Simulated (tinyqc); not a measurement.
# Six-transistor SRAM cell, nodal equations and margins: effect of the drain-induced barrier lowering

Two cross-coupled inverters (pull-down bn, pull-up bp) hold the nodes Q and QB; access transistors (ba, threshold VTn, gate on the word line at Vdd when selected) join them to the bit lines. Transistor (EKV form, voltages against the body): I = 2 n b Vt^2 [F(vp - Vs) - F(vp - Vd)] from drain to source, F(v) = ln^2(1 + exp(v/(2 Vt))), vp = (Vg - VT + sg |Vd - Vs|)/n. n-channel bodies are at 0; for the p-channel device all voltages are counted down from Vdd. b in uA/V^2 gives I in uA. For an access transistor the bit line is the drain and the node the source. In a read both bit lines are at Vdd. The cell is symmetric (no mismatch).

f(x) is the node voltage of one half-cell for input x: In = Ip in hold, In = Ip + Ia in a read. Static noise margin: side of the largest square between the curve (x, f(x)) and its mirror image (f(y), y); with h(c) the root x of f(x) - x = c, it is the maximum over c > 0 of h(c) - h(-c) + c. Q is the low node in a read and Iread the current of its access transistor. The write trip is the voltage to which the bit line of the high node must fall (the other staying at Vdd) for that state to vanish; higher is easier, and a negative value means that a grounded bit line does not write.

Values chosen for this exercise:
```
symbol,value,unit,meaning
T,350,K,temperature
Vdd,0.9,V,supply voltage
n,1.23,,slope factor
VTn,0.27,V,n-channel threshold
VTp,0.29,V,p-channel threshold (magnitude)
bn,370,uA/V^2,gain factor of the pull-down transistor
ba,180,uA/V^2,gain factor of the access transistor
bp,140,uA/V^2,gain factor of the pull-up transistor
```

Constants: q = 1.602176634e-19 C, kB = 1.380649e-23 J/K, Vt = kB T/q. Results are converted to the units shown.

Result of one run:
```
sg    hold margin (mV)  read margin (mV)  Q in a read (mV)  Iread (uA)  write trip (mV)
0.05             323.1             181.2             102.4       21.65            216.7
```

What becomes of these results when the drain-induced barrier lowering sg is changed from 0.05 to 0.11, all else the same?

Result of the changed run:
```
sg    hold margin (mV)  read margin (mV)  Q in a read (mV)  Iread (uA)  write trip (mV)
0.11             290.8             148.0             114.8       24.21            237.5
```

The whole series:
```
sg    hold margin (mV)  read margin (mV)  Q in a read (mV)  Iread (uA)  write trip (mV)
0.02             339.4             198.3             96.24       20.38            206.1
0.05             323.1             181.2             102.4       21.65            216.7
0.08             306.9             164.4             108.6       22.93            227.1
0.11             290.8             148.0             114.8       24.21            237.5
0.14             274.9             132.0             121.1       25.48            248.3
0.17             259.1             116.5             127.7       26.72            259.8
```

As sg goes from 0.02 to 0.17, the read margin falls from 198 to 117 mV, the write trip rises from 206 to 260 mV and Iread rises from 20.4 to 26.7 uA. The read margin is 0.58 of the hold margin in the first row and 0.45 in the last. Read stability and write ability pull in opposite directions.

Numbers from tinyqc (`OMP_NUM_THREADS=1 python tinyqc.py 2340122 2340123 out.jsonl`; about 0.2 s on one thread of a shared Intel Xeon 2.30GHz).
